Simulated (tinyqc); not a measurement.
## MOS inversion layer, Poisson-Schroedinger loop: mixing schemes compared

Electrons confined at an insulator interface at z = 0, treated as a hard wall; parabolic valleys, Hartree approximation, no image or exchange terms. The depletion charge lies far deeper than the electrons and gives a uniform field q Nd/(eps0 eps_r); the gate balances all charge. Energies are counted from the band edge at the interface.

V0 = q Nd z/(eps0 eps_r) in eV.

Tridiagonal Hamiltonian with psi = 0 one step beyond both ends: H_ii = C (1/m_(i-1/2) + 1/m_(i+1/2))/hz^2 + V0_i + U_i, H_(i,i+1) = -C/(m_(i+1/2) hz^2), C = hbar^2/(2 m0). The lowest 2 level(s) are kept, normalised to hz sum |psi|^2 = 1. The mass is the same on all intervals.

Level k holds N_k = D_k Vt ln(1 + exp((EF - E_k)/Vt)) with D = 3 md1 m0 q/(pi hbar^2) per eV (spin included); EF is fixed by sum N_k = Ns.

n_i = sum_k N_k |psi_k|^2 (converted to cm^-3). Hartree part by Gauss: on the interval before node i the electrons still beyond are S_i = Ns - hz sum_(j<i) n_j, and U_i = U_(i-1) + q S_i hz/(eps0 eps_r) in eV, U_0 = 0 at the interface. Mixing: U(new) = U + a (U(out) - U).

Rounds from U = 0 until the largest |U(out) - U| is below 1e-7 eV (the round that meets it is counted). Anderson mixing of depth m keeps the last m inputs V and residuals F = V(out) - V(in), fits c by least squares to F = dF c over their successive differences dF, dV, and sets V(new) = V + a F - (dV + a dF) c.

Inputs (values chosen for the exercise); masses and permittivity close to those of 4H silicon carbide (0001):
- T = 300 K (temperature)
- eps_r = 9.64 (relative permittivity)
- mz1 = 0.324 m0 (mass along z of valley set A (3 valley(s)))
- md1 = 0.427 m0 (in-plane density-of-states mass of set A)
- Ns = 9.8e12 cm^-2 (sheet density of electrons)
- Nd = 1.2e12 cm^-2 (sheet density of depletion charge)
- hz = 0.66 nm (mesh step)

Constants: q = 1.602176634e-19 C, kB = 1.380649e-23 J/K, hbar = 1.054571817e-34 J s, m0 = 9.1093837015e-31 kg, Vt = kB T/q, eps0 = 8.8541878128e-14 F/cm where lengths are in cm, hbar^2/(2 m0) = 0.0380998212 eV nm^2. Results are converted to the units shown.

z, node 1 to 14 (nm): 0.66  1.32  1.98  2.64  3.3  3.96  4.62  5.28  5.94  6.6  7.26  7.92  8.58  9.24

Rounds needed:
```
a    depth m  rounds
1      plain      73
0.8    plain      20
0.6    plain      17
0.4    plain      29
0.2    plain      65
0.1    plain     136
0.5        2      14
0.5        4      11
0.5        8       9
```

What does the comparison show?

Among the plain runs a = 0.6 is fastest, with 17 rounds; larger factors overshoot and smaller ones creep. Anderson mixing needs 9 to 14 rounds.

tinyqc, about 0.5 s, one thread, Intel Xeon 2.30GHz (shared host): `OMP_NUM_THREADS=1 python tinyqc.py 2160084 2160085 out.jsonl`
